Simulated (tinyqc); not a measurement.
Changing the grain-boundary reflection R: size effects in the resistivity of thin metal films and interconnect lines. Computed by tinyqc, a small Python program. Command: `OMP_NUM_THREADS=1 python tinyqc.py 3014199 3014200 out.jsonl size sweep`. One thread of a shared host (Intel(R) Xeon(R) Processor @ 2.30GHz), about 0.01 s of CPU time with the checks.

Electrons lose their drift at surfaces (a share 1 - p of the hits) and at grain boundaries (reflection R), besides bulk scattering. The line sits in a trench with a non-conducting liner on both walls and the bottom; the spacing equals the drawn width.

Inputs (values chosen for the exercise, modelled on gold):
```
quantity,value,unit
bulk resistivity rho_b,2.26,microohm cm
bulk mean free path lambda,37.1,nm
specularity p,0.52,-
drawn line width w,7.7,nm
grain size over metal width,1.1,-
aspect ratio (height over width),2,-
liner thickness t,1.7,nm
line length,47,micrometre
permittivity of the dielectric k,2.6,-
```

Geometry: line.

Constants: eps_0 = 8.8541878128e-12 F/m.

Method:
- Metal width w_m = w - 2t, height h_m = (aspect ratio) w - t, grain size D = (ratio) w_m.
- Mayadas-Shatzkes: alpha = (lambda/D) R/(1 - R); rho_b/rho = 1 - 3 alpha/2 + 3 alpha^2 - 3 alpha^3 ln(1 + 1/alpha).
- Fuchs-Sondheimer film: rho_b/rho = 1 - (3/(2 kappa))(1 - p) int_0^1 (s - s^3)(1 - exp(-kappa/s))/(1 - p exp(-kappa/s)) ds, f = rho/rho_b, kappa = thickness/lambda, 80 Gauss-Legendre points.
- Line: the excess of a film of thickness w_m and of a film of thickness h_m are added, rho/rho_b = 1 + (f(w_m) - 1) + (f(h_m) - 1), an estimate that holds best when both sides exceed lambda.
- Total: rho = rho_b [1 + surface excess + grain excess]; resistance per length rho/(w_m h_m); capacitance per length C = 2 k eps_0 (aspect ratio + 1/2), a parallel-plate estimate for two neighbours plus a fixed term for the planes above and below; delay 0.38 R C L^2; effective resistivity per drawn area.

One run for each value:
```
grain-boundary reflection R,resistivity rho (microohm cm),rho/rho_b from grains,alpha
0.05,7.9,1.58,0.41
0.16,11.2,3.04,1.49
0.26,15.0,4.73,2.76
0.37,20.6,7.20,4.61
0.48,28.6,10.72,7.24
0.59,40.8,16.11,11.29
0.69,59.4,24.34,17.46
0.80,101.3,42.90,31.37
```

Over the rows, resistivity rho (microohm cm) rises from 7.92 to 101 (exponent d ln y / d ln x 0.30 between the first rows and 3.6 between the last); rho/rho_b from grains rises from 1.58 to 42.9 (exponent d ln y / d ln x 0.56 between the first rows and 3.8 between the last); alpha rises from 0.413 to 31.4 (exponent d ln y / d ln x 1.1 between the first rows and 4.0 between the last).

Caution (all rows): for lines much narrower than lambda adding the two film terms and the grain term underestimates the resistivity.

Extremes, crossings and ranges named in words are read from the listed rows.
